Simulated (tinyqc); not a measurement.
Raising U: Hubbard chain of 6 sites, mean field against exact. Computed by the program tinyqc. Command: `OMP_NUM_THREADS=1 python tinyqc.py 110478 110479 out.jsonl`; one thread of a shared host (Intel(R) Xeon(R) Processor @ 2.60GHz), about 7 s.

one-body matrix (hopping and site energies) (eV):
```
         1        2        3        4        5        6
1   0.0000  -1.7500   0.0000   0.0000   0.0000   0.0000
2  -1.7500   0.0000  -1.7500   0.0000   0.0000   0.0000
3   0.0000  -1.7500   0.0000  -1.7500   0.0000   0.0000
4   0.0000   0.0000  -1.7500   0.0000  -1.7500   0.0000
5   0.0000   0.0000   0.0000  -1.7500   0.0000  -1.7500
6   0.0000   0.0000   0.0000   0.0000  -1.7500   0.0000
```

electrons, up and down: 3  2

Collinear unrestricted mean field (the lowest of 40 random starts) against exact diagonalisation.

Exact and mean-field results (eV):
```
U          U/t    E exact  E mean field  mean |n_up - n_down|  double occupancy, exact  first gap in the sector
0.880    0.503  -10.61517     -10.57430                 0.167                    0.150                    1.374
1.750    1.000   -9.87735      -9.71836                 0.169                    0.133                    1.310
3.500    2.000   -8.64103      -8.05640                 0.257                    0.103                    1.153
5.250    3.000   -7.69310      -6.62039                 0.421                    0.078                    1.000
7.000    4.000   -6.97263      -5.57232                 0.569                    0.060                    0.867
10.500   6.000   -5.99586      -4.35585                 0.711                    0.036                    0.667
14.000   8.000   -5.39037      -3.82743                 0.794                    0.023                    0.533
21.000  12.000   -4.70484      -3.42134                 0.823                    0.011                    0.375
35.000  20.000   -4.10613      -3.18467                 0.830                 4.41e-03                    0.233
```

In absolute terms mean field is worst at U/t = 6.0, 1.640 eV too high: at small U it is nearly exact, and at large U it still misses the motion of the hole through a fluctuating spin background. Relative to the exact energy its error is 0.4 % at the smallest U, 29 % at most and 22 % at the largest. The double occupancy falls from 0.150 to 0.004.
